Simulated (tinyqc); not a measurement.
MP2 on RHF in the 3-21g basis, for H3+, spin multiplicity 1, step by step. One step of it, computed by the program tinyqc.

Problem. Second-order Moller-Plesset energy. E2 = sum_ijab (ia|jb) [2 (ia|jb) - (ib|ja)] / (e_i + e_j - e_a - e_b) over occupied i, j and virtual a, b; the opposite-spin part is (ia|jb)^2 / denominator, the rest is same-spin, and SCS-MP2 scales them by 6/5 and 1/3.

orbital energies (hartree): [-1.020789, -0.365089, 0.017009, 0.657928, 0.771536, 1.049202]

Two-electron integrals over orbitals (pq|rs), unique and non-zero (hartree):
```
(11|11) 0.596750    (21|21) 0.123074    (22|11) 0.462360    (22|22) 0.458155
(31|11) 0.090703    (31|22) -0.000326   (31|31) 0.063826    (32|21) -0.085741
(32|32) 0.094375    (33|11) 0.407431    (33|22) 0.381193    (33|31) 0.017375
(33|33) 0.363308    (41|11) -0.089617   (41|22) -0.075907   (41|31) -0.008254
(41|33) -0.046294   (41|41) 0.060477    (42|21) -0.063069   (42|32) 0.036672
(42|42) 0.057791    (43|11) 0.016417    (43|22) 0.030098    (43|31) -0.009849
(43|33) 0.008130    (43|41) -0.003954   (43|43) 0.016835    (44|11) 0.483716
(44|22) 0.426909    (44|31) 0.037322    (44|33) 0.360111    (44|41) -0.065607
(44|43) 0.029673    (44|44) 0.445373    (51|21) -0.064636   (51|32) 0.031916
(51|42) 0.054652    (51|51) 0.054073    (52|11) -0.112241   (52|22) -0.104745
(52|31) -0.003365   (52|33) -0.046713   (52|41) 0.059862    (52|43) -0.023497
(52|44) -0.102685   (52|52) 0.086219    (53|21) -0.005822   (53|32) 0.023666
(53|42) -0.017828   (53|51) -0.016134   (53|53) 0.031250    (54|21) 0.125551
(54|32) -0.090326   (54|42) -0.075373   (54|51) -0.075050   (54|53) -0.000402
(54|54) 0.145788    (55|11) 0.442791    (55|22) 0.443931    (55|31) -0.003613
(55|33) 0.362011    (55|41) -0.084699   (55|43) 0.031970    (55|44) 0.426857
(55|52) -0.117853   (55|55) 0.455759    (61|11) -0.074764   (61|22) 0.018837
(61|31) -0.066493   (61|33) -0.027643   (61|41) 0.013547    (61|43) 0.027809
(61|44) -0.006958   (61|52) -0.019555   (61|55) 0.029322    (61|61) 0.103231
(62|21) 0.062455    (62|32) -0.035326   (62|42) -0.047437   (62|51) -0.046361
(62|53) 0.017728    (62|54) 0.072750    (62|62) 0.049316    (63|11) -0.145147
(63|22) -0.070800   (63|31) -0.051118   (63|33) -0.053943   (63|41) 0.047055
(63|43) -0.000868   (63|44) -0.091031   (63|52) 0.049290    (63|55) -0.067071
(63|61) 0.055193    (63|63) 0.080336    (64|11) 0.028356    (64|22) -0.044716
(64|31) 0.051994    (64|33) -0.003580   (64|41) 0.020343    (64|43) -0.020265
(64|44) -0.011284   (64|52) 0.039235    (64|55) -0.060903   (64|61) -0.070325
(64|63) -0.025893   (64|64) 0.072509    (65|21) -0.095281   (65|32) 0.078864
(65|42) 0.061956    (65|51) 0.058944    (65|53) 0.003660    (65|54) -0.113270
(65|62) -0.055404   (65|65) 0.095887    (66|11) 0.587764    (66|22) 0.445066
(66|31) 0.098072    (66|33) 0.411940    (66|41) -0.108912   (66|43) 0.002239
(66|44) 0.473088    (66|52) -0.108716   (66|55) 0.435482    (66|61) -0.113199
(66|63) -0.163591   (66|64) 0.044760    (66|66) 0.634351
```

Hartree-Fock energy = -1.20811918 hartree

Give: Terms; Pair energies; MP2 correlation energy; SCS-MP2 correlation energy; MP2 total energy.

Solution.

Terms:
```
i  j  a  b  (ia|jb)  (ib|ja)  denominator       term
1  1  2  2   0.1231   0.1231      -1.3114    -0.0116
1  1  6  6   0.1032   0.1032      -4.1400    -0.0026
1  1  3  3   0.0638   0.0638      -2.0756    -0.0020
1  1  2  5  -0.0646  -0.0646      -2.4480    -0.0017
1  1  5  2  -0.0646  -0.0646      -2.4480    -0.0017
1  1  3  6  -0.0665  -0.0665      -3.1078    -0.0014
1  1  6  3  -0.0665  -0.0665      -3.1078    -0.0014
1  1  4  4   0.0605   0.0605      -3.3574    -0.0011
1  1  5  5   0.0541   0.0541      -3.5847    -0.0008
1  1  4  6   0.0135   0.0135      -3.7487  -4.90e-05
1  1  6  4   0.0135   0.0135      -3.7487  -4.90e-05
1  1  3  4  -0.0083  -0.0083      -2.7165  -2.51e-05
1  1  4  3  -0.0083  -0.0083      -2.7165  -2.51e-05
```

Pair energies (hartree; pair i-j sums ij and ji):
```
pair  opposite spin  same spin
1-1         -0.0244          0
```

MP2 correlation energy = -0.024399 hartree

SCS-MP2 correlation energy = -0.029279 hartree

MP2 total energy = -1.232518 hartree
